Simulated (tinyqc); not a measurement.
CIS on RHF in the sto-3g basis, for H2, spin multiplicity 1, step by step. One step of it, computed by the program tinyqc.

Question. CIS matrix, triplets. A(ia,jb) = (e_a - e_i) d_ij d_ab - (ij|ab).

orbital energies (hartree): [-0.484758, 0.458157]

Two-electron integrals over orbitals (pq|rs), unique and non-zero (hartree):
```
(11|11) 0.626580   (21|21) 0.196727   (22|11) 0.621856   (22|22) 0.653231
```

Give: CIS matrix A, triplet.

Answer.

CIS matrix A, triplet (hartree), order 1>2:
```
[[0.3211]]
```
